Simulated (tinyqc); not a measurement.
One-dimensional ballistic tunnel FET, two-band WKB: two steps of the calculation.

A p-type source for x < 0 with its Fermi level at 0 and its valence edge at ds; in the channel the bands fall as D exp(-x/lam) towards their flat values, with the conduction edge at Ec = ds - dP and D = dP + Eg. The gate moves dP one to one. The drain Fermi level lies at -Vd and the drain side reflects nothing. For w = E - Ec between 0 and dP an electron crosses the gap. Two-band dispersion with equal masses m: inside the gap kappa = sqrt(m u (1 - u/Eg)/C), u the distance from a band edge, C = hbar^2/(2 m0).

Inputs (values chosen for the exercise); band and dielectric values close to those of gallium arsenide: temperature T = 300 K; band gap Eg = 1.4 eV; band-edge mass of the two-band model m = 0.073 m0; screening length of the source junction lam = 2.7 nm; source valence edge above the source Fermi level ds = 0.06 eV; drain bias Vd = 0.3 V; number of degenerate subbands (spin apart) g = 1; tunnelling window Ev(source) - Ec(channel) dP = 0.4 eV; energy above the channel conduction edge w0 = 0.24 eV; points of the energy grid nE = 9.

Constants: q = 1.602176634e-19 C, kB = 1.380649e-23 J/K, hbar = 1.054571817e-34 J s, h = 6.62607015e-34 J s, m0 = 9.1093837015e-31 kg, Vt = kB T/q, hbar^2/(2 m0) = 0.0380998212 eV nm^2. Results are converted to the units shown.

Question 1. The exponent in closed form. S(w) = 2 lam int_0^Eg kappa(u) du/(w + Eg - u) = 2 pi lam sqrt(m/(C Eg)) [w + Eg/2 - sqrt(w (w + Eg))], T(w) = exp(-S). The common triangular estimate is S = (4/3) lam sqrt(m/C) Eg^1.5/(dP + Eg) for all w.

Give: S(w0); T(w0); triangular S.

Answer 1.

S(w0) = 6.204
T(w0) = 0.002020
triangular S = 4.586

Question 2. Current on a coarse grid. I = g (2 q^2/h) int_0^dP T(w) [f(E) - f(E + Vd)] dw, E = ds - dP + w, f(x) = 1/(1 + exp(x/Vt)). Simpson's rule on nE equally spaced points.

Find: w; T(w); difference of the f; I.

Answer 2.

```
point  w (eV)      T(w)  difference of the f
0      0.0000  9.260e-7               0.1755
1      0.0500  7.185e-5               0.5955
2      0.1000  2.772e-4               0.9105
3      0.1500  6.757e-4               0.9854
4      0.2000  0.001314               0.9935
5      0.2500  0.002226               0.9699
6      0.3000  0.003437               0.8245
7      0.3500  0.004960               0.4045
8      0.4000  0.006800              0.08941
```

I = 0.03730 uA

Computed by the program tinyqc: `OMP_NUM_THREADS=1 python tinyqc.py 2620010 2620011 out.jsonl`, one thread of a shared Intel Xeon 2.30GHz, about 0.01 s for the whole run.
